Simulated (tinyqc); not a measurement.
Inside a calculation. Method: Pariser-Parr-Pople SCF with singles CI, for the molecule Nc1ccc[cH+]cc1 (SMILES; centres numbered as the heavy atoms are written). One step of it, computed by the program tinyqc.

Problem. Iteration 3: orbitals and new P. Diagonalise F (the basis is taken as orthonormal) and form P = 2 sum c c over the lowest orbitals.

F (eV), order 1N, 2C, 3C, 4C, 5C, 6C, 7C, 8C:
$$\begin{pmatrix}
-15.335343 & -4.866332 & 0.630052 & 0.329410 & -0.231752 & -0.231752 & 0.329410 & 0.630052 \\
-4.866332 & -11.136893 & -4.377501 & -0.341052 & 0.381758 & 0.381758 & -0.341052 & -4.377501 \\
0.630052 & -4.377501 & -10.661961 & -5.173369 & -0.254085 & 0.574177 & 0.380084 & -0.440121 \\
0.329410 & -0.341052 & -5.173369 & -9.882235 & -4.516508 & -0.359875 & 0.377507 & 0.380084 \\
-0.231752 & 0.381758 & -0.254085 & -4.516508 & -10.035961 & -5.139452 & -0.359875 & 0.574177 \\
-0.231752 & 0.381758 & 0.574177 & -0.359875 & -5.139452 & -10.035961 & -4.516508 & -0.254085 \\
0.329410 & -0.341052 & 0.380084 & 0.377507 & -0.359875 & -4.516508 & -9.882235 & -5.173369 \\
0.630052 & -4.377501 & -0.440121 & 0.380084 & 0.574177 & -0.254085 & -5.173369 & -10.661961
\end{pmatrix}$$

pi electrons, sum of z_r less the charge = 8

Give: orbital energies; P after iteration 3.

Solution.

orbital energies (eV): [-20.423, -18.250, -16.875, -15.155, -6.535, -6.308, -2.119, -1.969]

P after iteration 3, order 1N, 2C, 3C, 4C, 5C, 6C, 7C, 8C:
$$\begin{pmatrix}
1.677 & 0.585 & -0.225 & -0.170 & 0.144 & 0.144 & -0.170 & -0.225 \\
0.585 & 0.892 & 0.522 & 0.136 & -0.178 & -0.178 & 0.136 & 0.522 \\
-0.225 & 0.522 & 0.981 & 0.727 & 0.100 & -0.271 & -0.180 & 0.177 \\
-0.170 & 0.136 & 0.727 & 0.843 & 0.559 & 0.141 & -0.183 & -0.180 \\
0.144 & -0.178 & 0.100 & 0.559 & 0.892 & 0.721 & 0.141 & -0.271 \\
0.144 & -0.178 & -0.271 & 0.141 & 0.721 & 0.892 & 0.559 & 0.100 \\
-0.170 & 0.136 & -0.180 & -0.183 & 0.141 & 0.559 & 0.843 & 0.727 \\
-0.225 & 0.522 & 0.177 & -0.180 & -0.271 & 0.100 & 0.727 & 0.981
\end{pmatrix}$$
